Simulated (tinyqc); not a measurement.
# Square on-chip spiral inductor, lumped pi model, step by step

Program tinyqc, `OMP_NUM_THREADS=1 python tinyqc.py 2302206 2302207 out.jsonl`; Intel Xeon 2.30GHz, shared host, one thread, about 0.01 s. Printed values are rounded.

Outer diameter do = di + 2 n wd + 2 (n - 1) sp, mean da = (do + di)/2, fill p = (do - di)/(do + di), length l = 4 n da. L = 2.34 mu0 n^2 da/(1 + 2.75 p), mu0 = 4 pi 1e-7 H/m. Rs = rho l/(wd delta (1 - exp(-th/delta))), delta = sqrt(rho/(pi f mu0)). Cs = n wd^2 eps0 eo/hu across the coil. At each end Cox = l wd eps0 eo/(2 ho) leads to the substrate branch Rsi = 2 rs he/(l wd) in parallel with Csi = l wd eps0 11.7/(2 he). With one end grounded Y = 1/(Rs + i w L) + i w Cs + 1/[1/(i w Cox) + 1/(1/Rsi + i w Csi)], w = 2 pi f; Q = -Im Y/Re Y. Eddy currents in neighbouring turns and in the substrate are left out.

Inputs (values chosen for the exercise); values of the order met in silicon radio-frequency processes:
- n = 1.5 (number of turns)
- wd = 10 um (line width)
- sp = 3 um (space between turns)
- di = 100 um (inner diameter)
- th = 3 um (metal thickness)
- rho = 3 uohm cm (metal resistivity)
- ho = 8.4 um (oxide below the coil)
- hu = 1 um (oxide between coil and underpass)
- eo = 4.1 (relative permittivity of the oxide)
- rs = 1 ohm cm (substrate resistivity)
- he = 50 um (effective spreading depth in the substrate)
- f = 6.3 GHz (frequency)

Constants: eps0 = 8.8541878128e-12 F/m. Results are converted to the units shown.

## Geometry and model elements

do, l, L, delta, Rs, Cs, Cox, Rsi and Csi as defined.

do = 133 um
l = 699 um
L = 0.554728 nH
delta = 1.09827 um
Rs = 2.04235 ohm
Cs = 5.44533 fF
Cox = 15.1043 fF
Rsi = 143.062 ohm
Csi = 7.24122 fF

Rs is 2.92 times the direct-current value in this empirical form, which overstates the skin effect of a flat slab when delta is near th and so stands in for some current crowding.

## Admittance, quality factor and apparent inductance

Series branch 1/(Rs + i w L), substrate branch, total Y, Q = -Im Y/Re Y, apparent inductance Im(1/Y)/w, metal-only value w L/Rs, share of the loss in the substrate Re(substrate branch)/Re Y.

series branch = 4.1994-45.1501i mS
substrate branch = 0.050334+0.591520i mS
Y = 4.2497-44.3430i mS
Q = 10.4343
apparent inductance = 0.564526 nH
w L/Rs = 10.7515
share of the loss in the substrate = 1.18441 %

Q is 97.0 % of the metal-only value.
